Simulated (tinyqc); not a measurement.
Inside a calculation. Method: Hueckel theory of the pi electrons with the omega technique, for the molecule O=c1cccccc1 (SMILES; centres numbered as the heavy atoms are written). Computed by tinyqc, a small Python program that keeps every step. Settings: charge = 0, omega = 1.0, damping = 0.7. Command: `OMP_NUM_THREADS=1 python tinyqc.py 26168 26169 out.jsonl` (the two numbers bound the seeds that draw the settings). One thread of a shared host (Intel(R) Xeon(R) Processor @ 2.60GHz), about 0.01 s of CPU time with the checks.

## The Hueckel matrix

Centres:
```
centre  z_r, pi electrons of the neutral centre         h
1O                                            1  1.000000
2C                                            1  0.000000
3C                                            1  0.000000
4C                                            1  0.000000
5C                                            1  0.000000
6C                                            1  0.000000
7C                                            1  0.000000
8C                                            1  0.000000
```

Bonds:
```
i  j         k
1  2  1.000000
2  3         1
3  4         1
4  5         1
5  6         1
6  7         1
7  8         1
8  2         1
```

H_rr = alpha + h_r beta, H_rs = k_rs beta for bonded centres.

Hueckel matrix in units of beta (H = alpha + beta A):
```
          1O        2C        3C        4C        5C        6C        7C        8C
1O  1.000000  1.000000  0.000000  0.000000  0.000000  0.000000  0.000000  0.000000
2C  1.000000  0.000000  1.000000  0.000000  0.000000  0.000000  0.000000  1.000000
3C  0.000000  1.000000  0.000000  1.000000  0.000000  0.000000  0.000000  0.000000
4C  0.000000  0.000000  1.000000  0.000000  1.000000  0.000000  0.000000  0.000000
5C  0.000000  0.000000  0.000000  1.000000  0.000000  1.000000  0.000000  0.000000
6C  0.000000  0.000000  0.000000  0.000000  1.000000  0.000000  1.000000  0.000000
7C  0.000000  0.000000  0.000000  0.000000  0.000000  1.000000  0.000000  1.000000
8C  0.000000  1.000000  0.000000  0.000000  0.000000  0.000000  1.000000  0.000000
```

## Orbitals, round 1

pi electrons, sum of z_r less the charge = 8

Diagonalise; E = alpha + x beta with beta < 0, so the largest x are filled first; degenerate levels share their electrons. P = sum n_i c_ri c_si; each orbital has its largest coefficient positive (the first on a tie).

x values: 2.198691  1.618034  1.246980  0.713538  -0.445042  -0.618034  -1.801938  -1.912229

occupations: 2.000000  2.000000  2.000000  2.000000  0.000000  0.000000  0.000000  0.000000

coefficients:
```
         MO1        MO2        MO3        MO4        MO5        MO6        MO7        MO8
1O  0.447536   0.491123   0.000000   0.652553   0.000000  -0.303531   0.000000  -0.201379
2C  0.536457   0.303531   0.000000  -0.186932   0.000000   0.491123   0.000000   0.586461
3C  0.365984   0.000000   0.417907  -0.392968   0.521121   0.000000   0.231921  -0.460035
4C  0.268229  -0.303531   0.521121  -0.093466  -0.231921  -0.491123  -0.417907   0.293231
5C  0.223768  -0.491123   0.231921   0.326276  -0.417907   0.303531   0.521121  -0.100689
6C  0.223768  -0.491123  -0.231921   0.326276   0.417907   0.303531  -0.521121  -0.100689
7C  0.268229  -0.303531  -0.521121  -0.093466   0.231921  -0.491123   0.417907   0.293231
8C  0.365984   0.000000  -0.417907  -0.392968  -0.521121   0.000000  -0.231921  -0.460035
```

charge and bond-order matrix P:
```
           1O         2C         3C         4C         5C         6C         7C         8C
1O   1.734631   0.534344  -0.185283  -0.180041   0.143709   0.143709  -0.180041  -0.185283
2C   0.534344   0.829721   0.539585   0.138467  -0.180041  -0.180041   0.138467   0.539585
3C  -0.185283   0.539585   0.926027   0.705352   0.101201  -0.286484  -0.165767   0.227444
4C  -0.180041   0.138467   0.705352   0.888761   0.598910   0.115476  -0.197507  -0.165767
5C   0.143709  -0.180041   0.101201   0.598910   0.903035   0.687887   0.115476  -0.286484
6C   0.143709  -0.180041  -0.286484   0.115476   0.687887   0.903035   0.598910   0.101201
7C  -0.180041   0.138467  -0.165767  -0.197507   0.115476   0.598910   0.888761   0.705352
8C  -0.185283   0.539585   0.227444  -0.165767  -0.286484   0.101201   0.705352   0.926027
```

## Omega technique, round 1

h_r = h_r(0) + omega q_r, omega = 1, with q_r = z_r - P_rr; 0.7 of the old diagonal is kept.

matrix after round 1:
```
          1O        2C        3C        4C        5C        6C        7C        8C
1O  0.779611  1.000000  0.000000  0.000000  0.000000  0.000000  0.000000  0.000000
2C  1.000000  0.051084  1.000000  0.000000  0.000000  0.000000  0.000000  1.000000
3C  0.000000  1.000000  0.022192  1.000000  0.000000  0.000000  0.000000  0.000000
4C  0.000000  0.000000  1.000000  0.033372  1.000000  0.000000  0.000000  0.000000
5C  0.000000  0.000000  0.000000  1.000000  0.029089  1.000000  0.000000  0.000000
6C  0.000000  0.000000  0.000000  0.000000  1.000000  0.029089  1.000000  0.000000
7C  0.000000  0.000000  0.000000  0.000000  0.000000  1.000000  0.033372  1.000000
8C  0.000000  1.000000  0.000000  0.000000  0.000000  0.000000  1.000000  0.022192
```

## Orbitals, round 2

As before.

x values: 2.190844  1.594038  1.275999  0.627104  -0.419247  -0.607844  -1.772098  -1.888794

occupations: 2.000000  2.000000  2.000000  2.000000  0.000000  0.000000  0.000000  0.000000

coefficients:
```
         MO1        MO2        MO3        MO4        MO5        MO6        MO7        MO8
1O  0.374164  -0.456444   0.000000   0.696238   0.000000   0.344551   0.000000  -0.219539
2C  0.528033  -0.371741   0.000000  -0.106181   0.000000  -0.478049   0.000000   0.585820
3C  0.377850  -0.058567   0.416420  -0.378700   0.521970  -0.014776   0.232684  -0.458440
4C  0.291392   0.279682   0.522110  -0.122899  -0.230418   0.487358  -0.417503   0.290253
5C  0.250821   0.495057   0.232368   0.305731  -0.417678  -0.297726   0.521104  -0.099474
6C  0.250821   0.495057  -0.232368   0.305731   0.417678  -0.297726  -0.521104  -0.099474
7C  0.291392   0.279682  -0.522110  -0.122899   0.230418   0.487358   0.417503   0.290253
8C  0.377850  -0.058567  -0.416420  -0.378700  -0.521970  -0.014776  -0.232684  -0.458440
```

charge and bond-order matrix P:
```
           1O         2C         3C         4C         5C         6C         7C         8C
1O   1.666174   0.586645  -0.191109  -0.208396   0.161487   0.161487  -0.208396  -0.191109
2C   0.586645   0.856569   0.523000   0.125890  -0.168108  -0.168108   0.125890   0.523000
3C  -0.191109   0.523000   0.926040   0.715363   0.093522  -0.293529  -0.154306   0.232418
4C  -0.208396   0.125890   0.715363   0.901670   0.590587   0.105300  -0.188727  -0.154306
5C   0.161487  -0.168108   0.093522   0.590587   0.910918   0.694938   0.105300  -0.293529
6C   0.161487  -0.168108  -0.293529   0.105300   0.694938   0.910918   0.590587   0.093522
7C  -0.208396   0.125890  -0.154306  -0.188727   0.105300   0.590587   0.901670   0.715363
8C  -0.191109   0.523000   0.232418  -0.154306  -0.293529   0.093522   0.715363   0.926040
```

## Omega technique, round 2

As before.

matrix after round 2:
```
          1O        2C        3C        4C        5C        6C        7C        8C
1O  0.645875  1.000000  0.000000  0.000000  0.000000  0.000000  0.000000  0.000000
2C  1.000000  0.078788  1.000000  0.000000  0.000000  0.000000  0.000000  1.000000
3C  0.000000  1.000000  0.037722  1.000000  0.000000  0.000000  0.000000  0.000000
4C  0.000000  0.000000  1.000000  0.052859  1.000000  0.000000  0.000000  0.000000
5C  0.000000  0.000000  0.000000  1.000000  0.047087  1.000000  0.000000  0.000000
6C  0.000000  0.000000  0.000000  0.000000  1.000000  0.047087  1.000000  0.000000
7C  0.000000  0.000000  0.000000  0.000000  0.000000  1.000000  0.052859  1.000000
8C  0.000000  1.000000  0.000000  0.000000  0.000000  0.000000  1.000000  0.037722
```

## Convergence

Each round sets h_r = h_r(0) + omega (z_r - P_rr), keeping the share named as damping of the old diagonal; repeat until output and input diagonals agree to 1e-6.

Rounds:
```
round    sum n x  largest |h(out) - h(in)|
1      11.554486                  7.35e-01
2      11.375969                  4.46e-01
3      11.277549                  2.59e-01
4      11.224452                  1.46e-01
5      11.195989                  8.12e-02
6      11.180706                  4.47e-02
7      11.172461                  2.46e-02
8      11.167990                  1.35e-02
9      11.165551                  7.46e-03
10     11.164214                  4.13e-03
11     11.163477                  2.30e-03
12     11.163068                  1.29e-03
13     11.162841                  7.27e-04
14     11.162713                  4.12e-04
15     11.162641                  2.34e-04
16     11.162600                  1.34e-04
17     11.162577                  7.73e-05
18     11.162563                  4.65e-05
19     11.162556                  2.96e-05
20     11.162551                  1.87e-05
21     11.162549                  1.18e-05
22     11.162547                  7.43e-06
23     11.162546                  4.66e-06
24     11.162546                  2.92e-06
25     11.162545                  1.82e-06
26     11.162545                  1.14e-06
27     11.162545                  7.08e-07
```

Converged in 27 rounds.

## Energy, charges, bond orders

final x values: 2.196423  1.573767  1.319614  0.491468  -0.375250  -0.614194  -1.728544  -1.863285

occupations: 2.000000  2.000000  2.000000  2.000000  0.000000  0.000000  0.000000  0.000000

final P:
```
           1O         2C         3C         4C         5C         6C         7C         8C
1O   1.530061   0.669272  -0.189915  -0.254183   0.186758   0.186758  -0.254183  -0.189915
2C   0.669272   0.901582   0.491695   0.096851  -0.141601  -0.141601   0.096851   0.491695
3C  -0.189915   0.491695   0.933430   0.735990   0.079628  -0.307503  -0.133837   0.239259
4C  -0.254183   0.096851   0.735990   0.923509   0.570581   0.085489  -0.166423  -0.133837
5C   0.186758  -0.141601   0.079628   0.570581   0.927240   0.711342   0.085489  -0.307503
6C   0.186758  -0.141601  -0.307503   0.085489   0.711342   0.927240   0.570581   0.079628
7C  -0.254183   0.096851  -0.133837  -0.166423   0.085489   0.570581   0.923509   0.735990
8C  -0.189915   0.491695   0.239259  -0.133837  -0.307503   0.079628   0.735990   0.933430
```

E = sum n x; q_r = z_r - P_rr; bond order p = P_rs; free valence = sqrt(3) - sum of p over the bonds of the atom.

pi energy = 8 alpha + this times beta = 11.162545

pi charges: 1O -0.530061, 2C 0.098418, 3C 0.066570, 4C 0.076491, 5C 0.072760, 6C 0.072760, 7C 0.076491, 8C 0.066570

Bond orders and lengths from R = 1.517 - 0.180 p (angstrom, C-C alone):
```
bond         p         R
1-2   0.669272         -
2-3   0.491695  1.428495
3-4   0.735990  1.384522
4-5   0.570581  1.414296
5-6   0.711342  1.388958
6-7   0.570581  1.414296
7-8   0.735990  1.384522
8-2   0.491695  1.428495
```

free valence of the carbons: 2C 0.079389, 3C 0.504366, 4C 0.425481, 5C 0.450128, 6C 0.450128, 7C 0.425481, 8C 0.504366

gap between the highest filled and the next level = 0.866717 |beta|
